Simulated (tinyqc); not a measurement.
Inside a calculation. Model: interface traps from C-V curves, high-low and Terman methods.

Computed by the program tinyqc: `OMP_NUM_THREADS=1 python tinyqc.py 2030159 2030160 out.jsonl`, one thread of a shared Intel Xeon 2.30GHz, about 0.01 s for the whole run. Printed values are rounded.

MOS capacitor on an n-type substrate; psi is the band bending, negative in depletion; only majority carriers are counted. At the bending psi the Fermi level lies y = xi - psi below the conduction edge at the surface, xi = Vt ln(Nc/Nd). Dit(y) = D0 + D1 exp(-y/E1); traps fill up to the Fermi level, follow the bias and a slow signal, and do not follow a fast one. V is the gate voltage from flat band.

Inputs (values chosen for the exercise); band and dielectric values close to those of germanium:
- T = 300 K (temperature)
- eps_r = 15.7 (relative permittivity)
- Nc = 1.05e19 cm^-3 (conduction-band density of states at T)
- Nd = 1.3e16 cm^-3 (donor density)
- EOT = 5.1 nm (equivalent oxide thickness)
- D0 = 3.5e10 cm^-2 eV^-1 (trap density far from the band edge)
- D1 = 1.2e12 cm^-2 eV^-1 (band-tail density at the conduction edge)
- E1 = 0.18 eV (decay energy of the tail)
- n = 7 (points)
- pa = -0.25 V (deepest band bending)
- pb = -0.039 V (shallowest band bending)

Constants: q = 1.602176634e-19 C, kB = 1.380649e-23 J/K, Vt = kB T/q, eps0 = 8.8541878128e-14 F/cm where lengths are in cm. Results are converted to the units shown.

Range of the model: In a narrow-gap semiconductor minority carriers respond as well once the bending nears the inversion point; they are left out.

## The curves

Cox = 3.9 eps0/EOT, LD = sqrt(eps0 eps_r Vt/(q Nd)), u = psi/Vt, Cd = (eps0 eps_r/(sqrt(2) LD)) |exp(u) - 1|/sqrt(exp(u) - u - 1). Ideal V0 = psi - sqrt(2) (eps0 eps_r Vt/LD) sqrt(exp(u) - u - 1)/Cox for psi < 0; the traps add dV = (q/Cox) times the integral of Dit from 0 to psi = (q/Cox) [D0 psi + D1 E1 exp(-xi/E1) (exp(psi/E1) - 1)]. 1/C_HF = 1/Cox + 1/Cd, 1/C_LF = 1/Cox + 1/(Cd + q Dit). Take n equally spaced psi from pa to pb.

```
point    psi (V)    y (eV)  Dit (cm^-2 eV^-1)     V0 (V)      V (V)  C_HF (nF/cm^2)  C_LF (nF/cm^2)
0      -0.250000  0.423058         1.49406e11  -0.303210  -0.319950         71.8343         90.3760
1      -0.214833  0.387891         1.74091e11  -0.263692  -0.279089         77.4871         98.5908
2      -0.179667  0.352725         2.04101e11  -0.223748  -0.237576         84.7790         108.789
3      -0.144500  0.317558         2.40586e11  -0.183228  -0.195211         94.6288         121.822
4      -0.109333  0.282391         2.84944e11  -0.141879  -0.151681         108.692         139.141
5      -0.074167  0.247225         3.38872e11  -0.099243  -0.106456         129.973         163.266
6      -0.039000  0.212058         4.04436e11  -0.054437  -0.058567         163.600         198.345
```

Cox = 677.085 nF/cm^2

At the deepest bending the traps stretch the gate voltage from -0.303 to -0.320 V.

## High-low extraction

q Dit = (1/C_LF - 1/Cox)^(-1) - (1/C_HF - 1/Cox)^(-1) at each point.

Dit by high-low, point 0 to 6 (cm^-2 eV^-1): 1.49406e11  1.74091e11  2.04101e11  2.40586e11  2.84944e11  3.38872e11  4.04436e11

With a true high-frequency curve this returns Dit exactly.

## Terman extraction

psi at each point follows from C_HF and the ideal curve. Dit = (Cox/q) d(V - V0)/dpsi by central differences over the two neighbours.

Dit by Terman, point 1 to 5 (cm^-2 eV^-1): 1.74977e11  2.05179e11  2.41897e11  2.86537e11  3.40809e11

The differences overstate the curved tail; the largest error is 0.57 %, at point 5.
